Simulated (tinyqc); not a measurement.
From one set of inputs to another, one input at a time: finite-size error of a charged defect in a periodic cell: Madelung and Makov-Payne terms. Computed by tinyqc, a small Python program. Command: `OMP_NUM_THREADS=1 python tinyqc.py 3010397 3010398 out.jsonl imagecharge ladder`. One thread of a shared host (Intel(R) Xeon(R) Processor @ 2.30GHz), about 0.1 s of CPU time with the checks.

L is the cube root of the cell volume. The defect charge is a Gaussian, rho(r) = q (2 pi sigma^2)^(-3/2) exp(-r^2/2 sigma^2), repeated periodically in a uniform neutralising background and screened by a continuum. The model cell energy is E(L) = E_0 + [periodic - isolated electrostatic energy].

The inputs printed are set A. Inputs not listed in the table keep their values of set A, so the rows need not describe a real material.

Inputs (values chosen for the exercise, for a model uniaxial host):
```
quantity                                     value      unit
charge q                                        -1         e
cell length L                                 9.18  angstrom
dielectric constant eps_xy                    5.72         -
dielectric constant eps_z                     10.8         -
axis ratio c/a                                1.32         -
width sigma of the defect charge              0.91  angstrom
formation energy of the isolated defect E_0  2.516        eV
```

Supercell lattice: tetragonal. Screening: uniaxial.

Constants: e^2/(4 pi eps_0) = 14.39964548 eV angstrom.

Method:
- Cell vectors: (1,0,0), (0,1,0), (0,0,c/a), scaled to volume L^3.
- Ewald sum for a unit point charge: scale each Cartesian component of the cell by 1/sqrt(eps_i), giving R', G' and V'; E = [ (1/2) sum erfc(eta R')/R' + (2 pi/V') sum exp(-G'^2/4 eta^2)/G'^2 - eta/sqrt(pi) - pi/(2 V' eta^2) ] e^2/(4 pi eps_0) / sqrt(eps_x eps_y eps_z), over n_i = -6..6, omitting n = (0,0,0), eta = 2/V'^(1/3). alpha = -2 E eps_g L/(e^2/(4 pi eps_0)), eps_g = (eps_x eps_y eps_z)^(1/3).
- Periodic energy of the Gaussian: (2 pi q^2/V) sum_(G != 0) exp(-sigma^2 G^2)/(G.eps.G) x e^2/(4 pi eps_0), n_i = -k..k with k = max(9, L/sigma rounded up). Isolated energy: q^2/(2 sqrt(pi) sigma) <1/(n.eps.n)> e^2/(4 pi eps_0), the mean over directions n (64 Gauss-Legendre points in cos(theta)).

Each row keeps all changes above it:
```
input moved                                  from    to  point-charge correction -q^2 E (eV)  finite-size error (eV)  Madelung constant alpha
set A                                           -     -                               0.3146                 -0.3005                    2.836
dielectric constant eps_z                    10.8  5.35                               0.3841                 -0.3671                    2.739
width sigma of the defect charge (angstrom)  0.91   1.2                               0.3841                 -0.3546                    2.739
cell length L (angstrom)                     9.18  13.5                               0.2612                 -0.2519                    2.739
dielectric constant eps_xy                   5.72  4.78                               0.2997                 -0.2887                    2.789
axis ratio c/a                               1.32  1.36                               0.2981                 -0.2872                    2.774
```

Point-charge correction -q^2 E goes from 0.315 to 0.298, a factor 0.948 in all. The largest single move comes from cell length L (a factor 0.680), and dielectric constant eps_z works against it (a factor 1.22). Finite-size error goes from -0.300 to -0.287, +0.0133 in all. The largest single move comes from cell length L (+0.103), and dielectric constant eps_z works against it (-0.0666). Madelung constant alpha goes from 2.84 to 2.77, a factor 0.9783 in all. The largest single move comes from dielectric constant eps_z (a factor 0.966), and dielectric constant eps_xy works against it (a factor 1.018). The single moves hold for this order of the switches; the total does not depend on the order.

Extremes, crossings and ranges named in words are read from the listed rows.
